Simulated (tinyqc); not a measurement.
Vacancy excess varied: nucleation and growth of vacancy voids in a cooling silicon-like crystal. Computed by tinyqc, a small Python program. Command: `OMP_NUM_THREADS=1 python tinyqc.py 3016127 3016128 out.jsonl voids walk`. One thread of a shared host (Intel(R) Xeon(R) Processor @ 2.30GHz), about 0.3 s of CPU time with the checks.

Spherical voids; vacancies are lost only to voids.

Inputs (values chosen for the exercise, for a model crystal):
```
quantity                                    value    unit
vacancy density at the melting point C_m  4.7e+14  1/cm^3
formation energy E_f                         3.92      eV
melting point T_m                            1685       K
diffusion prefactor D0                     0.0006  cm^2/s
migration energy E_m                         0.49      eV
site density rho                            5e+22  1/cm^3
void surface energy gamma                   0.837   J/m^2
cooling rate q                                5.3   K/min
ratio (V/G)/xi_c                              1.8       -
limit of the excess at high V/G           1.8e+14  1/cm^3
temperature step                             0.25       K
```

Vacancy supply: from V/G.

Constants: k_B = 8.617333262e-05 eV/K; k_B = 1.380649e-23 J/K.

Method:
- C = C_x (u - 1)/(u + 0.2) with u = (V/G)/xi_c, a form chosen for the exercise.
- C_e = C_m exp[-(E_f/k_B)(1/T - 1/T_m)]; D = D0 exp(-E_m/(k_B T)); f = k_B T ln(C/C_e); r* = 2 gamma/(rho f); W* = 16 pi gamma^3/(3 rho^2 f^2); Z = f/sqrt(12 pi W* k_B T); I = rho Z (4 pi r* D C) exp(-W*/(k_B T)).
- March down from 1500 K in steps dT, dt = dT/q, with values at the upper end of each step: a class of I dt voids is born with r*; then all classes grow by r^2 += 2 D (C - C_e) dt/rho; C falls by the vacancies added to voids. Stop at 1150 K. T_n is the T of the largest I, N the final count (classes under 1e-6 /cm^3 are dropped), and the mean radius the number average.

initial excess C = 7.20e+13 1/cm^3

At fixed q:
```
C (1/cm^3)  T_n (K)  N (1/cm^3)  mean radius (nm)
2.90e+13    1351.75  5.5655e+07            13.429
4.30e+13    1373.00  4.1087e+07            16.952
7.20e+13    1401.25  2.7615e+07            22.995
1.20e+14    1430.00  1.8628e+07            31.105
1.80e+14    1453.75  1.3632e+07            39.529
```

What follows from these numbers?

More vacancies nucleate earlier (T_n rises by 102 K) and give fewer, larger voids: N goes as C^-0.77 and the radius as C^0.59, steeper than the -1/2 and +1/2 of the scaling argument at fixed D, because D rises with T_n.

Extremes, crossings and ranges named in words are read from the listed rows.
